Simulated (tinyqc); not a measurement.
Koster-Slater impurity in a tight-binding band, by Green functions and by supercells. Changing the energy inside the band E. Computed by tinyqc, a small Python program. Command: `OMP_NUM_THREADS=1 python tinyqc.py 3028218 3028219 out.jsonl kosterslater sweep`. One thread of a shared host (Intel(R) Xeon(R) Processor @ 2.30GHz), about 0.08 s of CPU time with the checks.

One orbital per site, e(k) = -2 t sum cos(k_i) over 3 direction(s), band from -6 t to 6 t, lattice constant 1. One site has the extra energy U. Spin is left out.

Inputs (values chosen for the exercise, for a model band):
```
quantity                  value      unit
hopping t                   1.6        eV
impurity potential U      -11.2        eV
broadening eta             0.13        eV
impurity concentration c  0.004  per site
```

Lattice: simple cubic.

Constants: hbar = 6.582119569e-16 eV s.

Method. Inside the band G0(z), z = E + i eta, comes from the chain form 1/(sqrt(y - 2t) sqrt(y + 2t)) (principal roots) at y = z + 2 t cos k + 2 t cos k', averaged over k and k' in (0, pi) with 200 Gauss-Legendre points each. T = U/(1 - U G0); phase shift delta = -arg(1 - U G0) in (-pi, pi]; host density of states -Im G0/pi; on the impurity -Im[G0/(1 - U G0)]/pi; lifetime of a band state hbar/(-2 c Im T).

One run for each value; columns: (1) energy inside the band E (eV); (2) host density of states (1/eV); (3) density of states on the impurity (1/eV); (4) phase shift delta (rad); (5) scattering lifetime (fs):
```
(1)         (2)       (3)     (4)     (5)
-9.12  0.009282  0.013896  2.7305   15.02
-5.07  0.043183  0.012898  2.1618   16.19
-3.04  0.084931  0.009010  1.8022   23.17
-1.01  0.087698  0.008892  1.3838   23.48
1.01   0.087698  0.007608  1.1406   27.44
3.04   0.084931  0.005229  0.8353   39.93
5.07   0.043183  0.003779  0.4662   55.24
7.09   0.025072  0.002755  0.2968   75.78
9.12   0.009282  0.001211  0.1182  172.40
```

Give the missing row, energy inside the band E (eV) = -7.09.

Computed row; columns: (1) energy inside the band E (eV); (2) host density of states (1/eV); (3) density of states on the impurity (1/eV); (4) phase shift delta (rad); (5) scattering lifetime (fs):
```
(1)         (2)       (3)     (4)    (5)
-7.09  0.025072  0.016062  2.3576  13.00
```

Interpolating between the two neighbouring rows (linearly) misses most in scattering lifetime (fs), by 20 %. Over the rows, host density of states (1/eV) goes from 0.00928 through a maximum among these rows, 0.0877 at -1.01, to 0.00928; density of states on the impurity (1/eV) goes from 0.0139 through a maximum among these rows, 0.0161 at -7.09, to 0.00121; phase shift delta (rad) falls from 2.73 to 0.118.

Extremes, crossings and ranges named in words are read from the listed rows.
